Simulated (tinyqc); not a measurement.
A stack of flat layers between unequal leads with mass mismatch, transfer matrices: two steps of the calculation.

One electron of energy E comes from the left lead (band edge 0); no transverse momentum. Parabolic bands, masses in units of m0, C = hbar^2/(2 m0); psi and psi'/m are continuous at every interface. The layers follow each other from left to right, then the right lead.

Values chosen for this exercise; masses and band edges of a made-up stack:
```
symbol,value,unit,meaning
U,"[1.44, 2.86, 1.81, 0.06]",eV,"band edges of the layers, left to right"
m,"[0.38, 0.38, 0.27, 0.31]",m0,masses of the layers
d,"[0.3, 0.3, 0.4, 0.3]",nm,widths of the layers
E,6.085,eV,electron energy
```

Constants: q = 1.602176634e-19 C, hbar = 1.054571817e-34 J s, m0 = 9.1093837015e-31 kg, hbar^2/(2 m0) = 0.0380998212 eV nm^2. Results are converted to the units shown.

Task 1. Matrices of the layers. For the pair (psi, psi'/m) a flat layer has M = [[cos kd, (m/k) sin kd], [-(k/m) sin kd, cos kd]] with k = sqrt(m (E - U)/C) above its edge U, and M = [[cosh Kd, (m/K) sinh Kd], [(K/m) sinh Kd, cosh Kd]] with K = sqrt(m (U - E)/C) below it. M12 is in nm, M21 in 1/nm.

Wanted: M of layer 1; M of layer 2; M of layer 3; M of layer 4.

Result 1.

M of layer 1:

|  | 1 | 2 |
|---|---|---|
| 1 | -0.45391 | 0.049746 |
| 2 | -15.960 | -0.45391 |

M of layer 2:

|  | 1 | 2 |
|---|---|---|
| 1 | -0.13027 | 0.066431 |
| 2 | -14.798 | -0.13027 |

M of layer 3:

|  | 1 | 2 |
|---|---|---|
| 1 | -0.58984 | 0.039612 |
| 2 | -16.462 | -0.58984 |

M of layer 4:

|  | 1 | 2 |
|---|---|---|
| 1 | -0.50526 | 0.038208 |
| 2 | -19.491 | -0.50526 |

Task 2. Product of the matrices. The matrix of the later layer stands to the left: M = M_n ... M_2 M_1; det M = 1.

M of layer 1:

|  | 1 | 2 |
|---|---|---|
| 1 | -0.45391180 | 0.049746306 |
| 2 | -15.960262 | -0.45391180 |

M of layer 2:

|  | 1 | 2 |
|---|---|---|
| 1 | -0.13027160 | 0.066431130 |
| 2 | -14.797721 | -0.13027160 |

M of layer 3:

|  | 1 | 2 |
|---|---|---|
| 1 | -0.58983509 | 0.039612348 |
| 2 | -16.461902 | -0.58983509 |

M of layer 4:

|  | 1 | 2 |
|---|---|---|
| 1 | -0.50526293 | 0.038208255 |
| 2 | -19.490798 | -0.50526293 |

Give: M.

Result 2.

M:

|  | 1 | 2 |
|---|---|---|
| 1 | -0.042950 | 0.040932 |
| 2 | -24.006 | -0.40494 |

Range of the model: Masses are held fixed, although real bands cease to be parabolic a few tenths of an eV from their edges (inside a barrier too).

Program tinyqc, `OMP_NUM_THREADS=1 python tinyqc.py 2560039 2560040 out.jsonl`; Intel Xeon 2.30GHz, shared host, one thread, about 0.01 s.
